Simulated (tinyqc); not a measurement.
Worked calculation: Debye-Callaway model of lattice thermal conductivity. Computed by tinyqc, a small Python program that keeps every step. Command: `OMP_NUM_THREADS=1 python tinyqc.py 3020660 3020661 out.jsonl callaway walk`. One thread of a shared host (Intel(R) Xeon(R) Processor @ 2.30GHz), about 0.01 s of CPU time with the checks. Intermediate numbers are printed to about 6 digits and carried at full precision; extremes and crossings named in words are read from the listed rows.

Three acoustic branches with one velocity v, cut at omega_D = k_B Theta/hbar; x = hbar omega/(k_B T). v and Theta are separate inputs: Theta cuts off the heat-carrying modes, so C need not reach 3 k_B/V. gamma is an effective value that sets the umklapp rate.

Inputs (values chosen for the exercise, modelled on magnesium oxide):
```
quantity                              value        unit
sound velocity v                       6490         m/s
Debye temperature Theta                 781           K
volume per atom V                      9.34  angstrom^3
mean atomic mass M                    20.15           u
effective Grueneisen parameter gamma   3.48           -
umklapp exponent divisor b                3           -
alloy fraction f                      0.085           -
mass difference Delta M                14.3           u
Casimir length L                        590  micrometre
normal-process factor f_N               2.8           -
temperature T                            77           K
probe frequency omega/omega_D          0.63           -
```

Sample: crystal. Point defects: alloy. Normal processes: included.

Constants: k_B = 1.380649e-23 J/K; hbar = 1.054571817e-34 J s; u = 1.6605390666e-27 kg.

## Mass-fluctuation parameter

For a random alloy on all sites Gamma = f (1 - f) (Delta M/M)^2, with M the mean mass; strain-field scattering is left out. A = V Gamma/(4 pi v^3).

Gamma = 0.0391708

Rayleigh coefficient A = 1.06504e-43 s^3

## Scattering rates at one frequency

Rates: point defects A omega^4; umklapp B omega^2 T exp(-Theta/(b T)) with B = hbar gamma^2/(M v^2 Theta); normal processes f_N B omega^2 T (T/Theta)^2. Boundaries: v/L. The resistive time is tau_R = 1/(boundary + point-defect + umklapp rates), and the free path is v tau_R.

omega = 6.44167e+13 rad/s

Rates:
```
process         rate (1/s)  rate x tau_R
boundaries        1.10e+07   5.95736e-06
point defects  1.83383e+12      0.993165
umklapp        1.26104e+10    0.00682953
normal         1.00901e+10    0.00546458
```

tau_R = 5.41579e-13 s

free path = 3.51484 nm

The strongest resistive process at this frequency: point defects, 99 % of the resistive rate.

## The integrand on a coarse grid

x runs in ten equal steps to min(Theta/T, 12); g = x^4 e^x/(e^x - 1)^2; tau_C is the inverse of all rates summed; the last column is c tau_C g with c = (k_B/(2 pi^2 v)) (k_B T/hbar)^3.

Integrand:
```
x              g    tau_C (s)  c tau_C g (W/(m K))
1.0143   0.94494  5.72389e-10          5.97166e+01
2.0286   2.95289  4.77904e-11          1.55808e+01
3.0429   4.50901  1.00551e-11          5.00575e+00
4.0571   4.85337  3.25546e-12          1.74444e+00
5.0714   4.20237  1.34792e-12          6.25403e-01
6.0857   3.13496  6.53894e-13          2.26330e-01
7.1000   2.10019  3.54222e-13          8.21368e-02
8.1143   1.29799  2.08123e-13          2.98260e-02
9.1286   0.75373  1.30138e-13          1.08299e-02
10.1429  0.41657  8.54818e-14          3.93156e-03
```

The integrand is largest at the lowest frequency shown, whose long lifetime outweighs its small heat capacity.

## Thermal conductivity

kappa_1 = c int tau_C g dx, g = x^4 e^x/(e^x - 1)^2, c = (k_B/(2 pi^2 v)) (k_B T/hbar)^3, over 0 < x < min(Theta/T, 40), by 96 Gauss-Legendre points in s with x = x_max s^2; 1/tau_C = 1/tau_R + 1/tau_N; kappa_2 = c [int (tau_C/tau_N) g dx]^2 / int (tau_C/(tau_N tau_R)) g dx; kappa = kappa_1 + kappa_2. Heat capacity C = 3 c int g dx / v^2; grey free path 3 kappa/(C v); the median free path v tau_C halves kappa_1 when the quadrature points are ordered by free path (each counted at half its weight, interpolated in the logarithm); likewise at 10 % and 90 %.

kappa_1 = 145.664 W/(m K)

kappa_2 = 0.197317 W/(m K)

kappa = 145.862 W/(m K)

heat capacity C = 199237 J/(m^3 K)

grey free path = 338.414 nm

median free path = 13042.3 nm

free path at 10 % of kappa_1 = 322.523 nm

free path at 90 % of kappa_1 = 167292 nm

The median free path is 39 times the grey one: a small share of the heat capacity, at low frequency, carries much of the heat. The middle 80 % of kappa_1 spans a factor 520 in free path. The Callaway term kappa_2 is 0.14 % of the total.

## Leaving out one process at a time

The formulas are those given above.

Conductivity at T:
```
case                   kappa (W/(m K))  ratio to all
all processes                  145.862             1
without point defects          767.652       5.26288
without boundaries             179.791       1.23262
without umklapp                197.920       1.35690
```

Removing point defects raises kappa most, by a factor 5.26; removing boundaries gives only 1.23.

## Conductivity against temperature

The boundary limit is C v^2/(3 x boundary rate), with C = 3 c int g dx / v^2.

Kappa (W/(m K)):
```
T (K)  all processes  without point defects  boundary limit
7.8          83.7654                271.013         271.013
16           172.817                2339.15         2339.19
27           225.503                10562.3         11240.8
47           231.567                3998.39         59278.8
78           143.214                740.207          263748
130          65.4954                218.740          924881
230          29.1114                75.8003     2.08615e+06
390          14.3029                31.0938     2.88027e+06
620          7.78181                14.9125     3.22913e+06
1000         4.45920                7.46006     3.38696e+06
```

kappa peaks among these rows at 47 K (T/Theta = 0.060) with 232 W/(m K). The exponent d ln kappa/d ln T is 1.01 at the cold end and -1.16 at the hot end. The normal rate is taken to grow as T^3 at all T, which overstates it above Theta. Point defects cost most at 27 K, a factor 46.8.

Checks made by the program: heat capacity against the Debye function (relative difference below 1e-10).
